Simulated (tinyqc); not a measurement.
RKS/B3LYP (VWN-RPA form) in the 3-21g basis, for H-, spin multiplicity 1, step by step. The basis has no diffuse functions, so it cannot describe the extra electron: this is an exercise in the method, not the real anion. One step of it, computed by the program tinyqc.

Problem. Iteration 2: building the Kohn-Sham matrix. J_ij = sum D_kl (ij|kl), K_ij = sum D_kl (ik|jl); F = H + J - 0.1 K + V_xc; E = tr D H + tr D J / 2 - 0.05 tr D K + E_xc + E_nn.

D after iteration 1:
```
          1H 1s     1H 2s
1H 1s  0.067833  0.320857
1H 2s  0.320857  1.517684
```

core Hamiltonian H = T + V (hartree):
```
           1H 1s      1H 2s
1H 1s  -0.171513  -0.489511
1H 2s  -0.489511  -0.408216
```

Two-electron integrals (ij|kl) in chemists' order, unique and non-zero (hartree):
```
(11|11) 1.140145   (21|11) 0.611403   (21|21) 0.345152   (22|11) 0.626370
(22|21) 0.380329   (22|22) 0.482957
```

nuclear repulsion = 0 hartree

V_xc (hartree):
```
           1H 1s      1H 2s
1H 1s  -0.450367  -0.251938
1H 2s  -0.251938  -0.272527
```

E_xc = sum of w rho eps_xc = -0.47450761 hartree

Give: Coulomb J; exchange K; Kohn-Sham matrix F; total energy of this density.

Solution.

Coulomb J (hartree):
```
       1H 1s  1H 2s
1H 1s  1.420  0.840
1H 2s  0.840  1.020
```

exchange K (hartree):
```
       1H 1s  1H 2s
1H 1s  0.994  0.930
1H 2s  0.930  1.000
```

Kohn-Sham matrix F (hartree):
```
       1H 1s  1H 2s
1H 1s  0.699  0.006
1H 2s  0.006  0.239
```

total energy of this density = -0.43754 hartree
